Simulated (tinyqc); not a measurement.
Raising U: Hubbard chain of 4 sites, mean field against exact. Computed by the program tinyqc. Collinear unrestricted mean field (the lowest of 40 random starts) against exact diagonalisation.

one-body matrix (hopping and site energies) (eV):
```
         1        2        3        4
1  -0.4000  -1.3800   0.0000   0.0000
2  -1.3800  -0.4400  -1.3800   0.0000
3   0.0000  -1.3800   0.3000  -1.3800
4   0.0000   0.0000  -1.3800   0.0900
```

electrons, up and down: 2  2

Exact and mean-field results (eV):
```
U            U/t    E exact  E mean field  mean |n_up - n_down|  double occupancy, exact  first gap in the sector
0.6900    0.5000  -5.992497     -5.957204                0.0000                   0.2249                   1.4419
1.3800    1.0000  -5.406479     -5.265958                0.0000                   0.1998                   1.2981
2.7600    2.0000  -4.434994     -3.919001                0.3907                   0.1532                   1.0629
4.1400    3.0000  -3.700114     -3.007216                0.6923                   0.1146                   0.8803
5.5200    4.0000  -3.152174     -2.438060                0.8178                   0.0854                   0.7392
8.2800    6.0000  -2.429027     -1.807018                0.9172                   0.0496                   0.5465
11.0400   8.0000  -1.993149     -1.475545                0.9532                   0.0313                   0.4278
16.5600  12.0000  -1.510417     -1.137255                0.9792                   0.0152                   0.2947
27.6000  20.0000  -1.096806     -0.863414                0.9925                   0.0057                   0.1800
```

What does the comparison show, and why?

In absolute terms mean field is worst at U/t = 4.0, 0.714 eV too high: at small U it is nearly exact, and at large U it misses only exchange-scale energies. Its local moments set in at U/t = 2.0 of those listed, a broken symmetry that the exact state of a finite cluster with equal spins does not have. Relative to the exact energy its error is 0.6 % at the smallest U, 26 % at most and 21 % at the largest. The double occupancy falls from 0.225 to 0.006.
